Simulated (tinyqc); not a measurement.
# Long-channel MOSFET, surface-potential model: transfer curve from weak to strong inversion

n-channel transistor on a uniformly doped p-type body, gradual-channel approximation, constant mobility, Boltzmann statistics, full ionisation. Potentials are counted from the neutral body; V is the electron quasi-Fermi potential, Vsb at the source and Vsb + Vds at the drain. Charges are magnitudes per area.

ni = sqrt(Nc Nv) exp(-Eg/(2 Vt)), Eg in volts; phiF = Vt ln(Na/ni); Cox = eps0 eox/tox; gamma = sqrt(2 q eps0 eps_r Na)/Cox. The surface potential psi at channel potential V solves Vgs + Vsb - Vfb - psi = gamma sqrt(G), G = psi - Vt + Vt exp((psi - 2 phiF - V)/Vt). Charge sheet: Qi = Cox gamma [sqrt(G) - sqrt(psi - Vt)]; I = mu (W/L) [integral of Qi dpsi from psi_0 to psi_L (drift) + Vt (Qi0 - QiL) (diffusion)], with psi_0 at V = Vsb and psi_L at V = Vsb + Vds. Pao-Sah: Qi(V) = (Cox gamma/2) integral from 3 Vt to psi of exp((u - 2 phiF - V)/Vt)/sqrt(G(u, V)) du, and I = mu (W/L) integral of Qi dV from Vsb to Vsb + Vds. Square law: VT = Vfb + 2 phiF + gamma sqrt(2 phiF + Vsb), m = 1 + gamma/(2 sqrt(2 phiF + Vsb)), I = mu Cox (W/L) [(Vgs - VT) v - m v^2/2] with v the smaller of Vds and (Vgs - VT)/m, and zero below VT. gm = dI/dVgs of the charge-sheet current.

Parameters, values chosen for the exercise; material values close to those of gallium arsenide:
- T = 300 K (temperature)
- Eg = 1.43 eV (band gap)
- eps_r = 12.9 (relative permittivity of the semiconductor)
- Nc = 4.45e17 cm^-3 (conduction-band density of states at T)
- Nv = 8.86e18 cm^-3 (valence-band density of states at T)
- Na = 5.9e16 cm^-3 (acceptor density of the body)
- eox = 24.2 (relative permittivity of the gate insulator)
- tox = 50 nm (insulator thickness)
- Vfb = -0.63 V (flat-band voltage)
- mu = 290 cm^2/(V s) (channel mobility)
- W = 5 um (gate width)
- L = 10 um (gate length)
- Vsb = 0.5 V (source-body reverse bias)
- Vds = 1.2 V (drain-source voltage)

Constants: q = 1.602176634e-19 C, kB = 1.380649e-23 J/K, Vt = kB T/q, eps0 = 8.8541878128e-14 F/cm where lengths are in cm. Results are converted to the units shown.

Result of one run:

| I, charge sheet (uA) | I, Pao-Sah (uA) | drift share (%) | gm/I (1/V) | I, square law (uA) |
|---|---|---|---|---|
| 0.02463 | 0.02492 | 17.76 | 27.77 | 0.06447 |

Which gate-source voltage Vgs gave this result: 1.12, 1.5, 1.62, 1.75 or 1.87 V?

Vgs = 1.12 V.

The whole series:

| Vgs (V) | I, charge sheet (uA) | I, Pao-Sah (uA) | drift share (%) | gm/I (1/V) | I, square law (uA) |
|---|---|---|---|---|---|
| 0.87 | 6.630e-6 | 6.687e-6 | 0.007014 | 33.71 | 0 |
| 0.99 | 3.807e-4 | 3.838e-4 | 0.4012 | 33.72 | 0 |
| 1.12 | 0.02463 | 0.02492 | 17.76 | 27.77 | 0.06447 |
| 1.25 | 0.3328 | 0.3397 | 59.20 | 13.69 | 0.8755 |
| 1.37 | 1.181 | 1.208 | 75.55 | 8.219 | 2.449 |
| 1.5 | 2.839 | 2.904 | 83.44 | 5.586 | 5.048 |
| 1.62 | 5.096 | 5.209 | 87.36 | 4.276 | 8.272 |
| 1.75 | 8.356 | 8.533 | 89.99 | 3.398 | 12.66 |
| 1.87 | 12.13 | 12.38 | 91.62 | 2.851 | 17.53 |

The charge-sheet current rises from 6.63e-6 to 12.1 uA. In the first row gm/I is 33.7 1/V, a swing of 68.3 mV a decade, against Vt ln 10 = 59.5 mV a decade for an ideal gate; in the last it is 2.85 1/V. Drift passes half of the current at Vgs = 1.25 V among the rows listed (VT = 1.07 V). The charge sheet departs most from Pao-Sah at Vgs = 1.37 V, where it is 2.2 % below it. In the last row the square law is 42 % above Pao-Sah. For Vgs = 1.12 to 1.87 V the surface electron density at the source passes 0.3 Nc, where degeneracy and quantisation, left out here, matter.

Computed by the program tinyqc: `OMP_NUM_THREADS=1 python tinyqc.py 2360158 2360159 out.jsonl`, one thread of a shared Intel Xeon 2.30GHz, about 0.07 s for the whole run.
